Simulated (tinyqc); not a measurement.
Worked calculation: pair-potential crystal by lattice sums. Computed by tinyqc, a small Python program that keeps every step. Command: `OMP_NUM_THREADS=1 python tinyqc.py 3012006 3012007 out.jsonl pairsum walk`. One thread of a shared host (Intel(R) Xeon(R) Processor @ 2.30GHz), about 0.02 s of CPU time with the checks. Intermediate numbers are printed to about 6 digits and carried at full precision; extremes and crossings named in words are read from the listed rows.

Energy per atom E = (1/2) sum over neighbours of phi(r); d is the nearest-neighbour distance.

Inputs (values chosen for the exercise, for model atoms):

| quantity | value | unit |
|---|---|---|
| well depth eps | 0.0498 | eV |
| pair minimum r0 | 3.98 | angstrom |
| cut-off r_c/r0 | 2.42 | - |
| trial neighbour distance d/r0 | 1 | - |
| repulsive exponent n | 10 | - |
| attractive exponent m | 7 | - |

Potential: Mie n-m. Structure: bcc.

Constants: 1 eV/angstrom^3 = 160.2176634 GPa.

## Shell sums at the trial distance

phi0(r) = eps [m (r0/r)^n - n (r0/r)^m]/(n - m); shifted-force cut-off: phi(r) = phi0(r) - phi0(r_c) - (r - r_c) phi0'(r_c) for r < r_c, zero beyond. Shells (distance in units of d, count): fcc 1.0000 (12), 1.4142 (6), 1.7321 (24), 2.0000 (12), 2.2361 (24), 2.4495 (8), 2.6458 (48), 2.8284 (6), 3.0000 (36), 3.1623 (24); hcp 1.0000 (12), 1.4142 (6), 1.6330 (2), 1.7321 (18), 1.9149 (12), 2.0000 (6), 2.2361 (12), 2.3805 (12), 2.4495 (6), 2.5166 (6), 2.5820 (12), 2.6458 (24), 2.7080 (6), 2.8868 (12), 3.0000 (12), 3.1091 (24), 3.1623 (12); bcc 1.0000 (8), 1.1547 (6), 1.6330 (12), 1.9149 (24), 2.0000 (8), 2.3094 (6), 2.5166 (24), 2.5820 (24), 2.8284 (24), 3.0000 (32); sc 1.0000 (6), 1.4142 (12), 1.7321 (8), 2.0000 (6), 2.2361 (24), 2.4495 (24), 2.8284 (12), 3.0000 (30), 3.1623 (24); diamond 1.0000 (4), 1.6330 (12), 1.9149 (12), 2.3094 (6), 2.5166 (12), 2.8284 (24), 3.0000 (16). Volumes per atom in d^3: fcc 0.70711, hcp 0.70711, bcc 0.76980, sc 1.00000, diamond 1.53960; hcp has the ideal c/a. Every shell inside the cut-off is summed. List each shell within the cut-off.

Shells:

| shell | count | r (angstrom) | phi (eV) | phi' (eV/angstrom) | phi'' (eV/angstrom^2) |
|---|---|---|---|---|---|
| 1 | 8 | 3.98000 | -0.0481716 | -0.0002307 | 0.220070 |
| 2 | 6 | 4.59571 | -0.0315877 | 0.0321460 | -0.017192 |
| 3 | 12 | 6.49931 | -0.0034517 | 0.0042171 | -0.004863 |
| 4 | 24 | 7.62112 | -0.0007948 | 0.0011545 | -0.001363 |
| 5 | 8 | 7.96000 | -0.0004731 | 0.0007672 | -0.000949 |
| 6 | 6 | 9.19142 | -0.0000207 | 0.0001009 | -0.000279 |

## Energy and virial pressure

E = (1/2) sum count x phi; P = -(1/(6 Omega)) sum count x r phi', Omega = 0.769800 d^3.

energy at the trial distance = -0.319652 eV/atom

pressure at the trial distance = -0.810763 GPa

The pressure is negative, so the lattice wants to contract.

## Equilibrium

Equilibrium: dE/dd = 0 at the lowest minimum with d between 0.78 r0 and 1.45 r0; B = d^2 E''(d)/(9 Omega). Unrelaxed vacancy: removing an atom breaks its bonds (2|E|) and placing it on the surface returns |E|, so E_v = |E|.

equilibrium distance d = 3.81507 angstrom

energy per atom = -0.337304 eV

bulk modulus B = 10.3463 GPa

unrelaxed vacancy energy = 0.337304 eV

d is 4.1 % shorter than r0, because further shells pull and the first shell must push back.

## Elastic constants

At zero stress C_ijkl = (1/(2 Omega)) sum (phi'' - phi'/r) R_i R_j R_k R_l / r^2 over all neighbours, on cube axes; so C44 = C12 (Cauchy relation). C' = (C11 - C12)/2.

C11 = 9.04246 GPa

C12 = C44 = 10.9983 GPa

C' = -0.977905 GPa

C' is negative: the structure is unstable against a tetragonal shear.

## Ranking of structures

The formulas are those given above.

Each structure at its own equilibrium:

| structure | neighbours | d (angstrom) | E (eV/atom) | volume (angstrom^3) | B (GPa) |
|---|---|---|---|---|---|
| fcc | 12 | 3.89477 | -0.352790 | 41.7764 | 11.1057 |
| hcp | 12 | 3.89511 | -0.352835 | 41.7872 | 11.0924 |
| bcc | 8 | 3.81507 | -0.337304 | 42.7451 | 10.3463 |
| sc | 6 | 3.81063 | -0.226272 | 55.3338 | 5.3828 |
| diamond | 4 | 3.86272 | -0.125447 | 88.7337 | 1.8943 |

The order is hcp < fcc < bcc < sc < diamond; hcp lies 0.045 meV below fcc. fcc (-0.352790 eV) and hcp (-0.352835 eV) share two shells and differ from the third on. Pair forces reward the number of bonds: diamond reaches only 36 % of the best binding. Caution: each structure is relaxed in d alone and may be unstable against shear; the tiny fcc-hcp difference depends on the cut-off.

Checks made by the program: virial pressure against -dE/dV (relative difference 6e-09); (C11 + 2 C12)/3 against the curvature of E(d) (relative difference 2e-10).
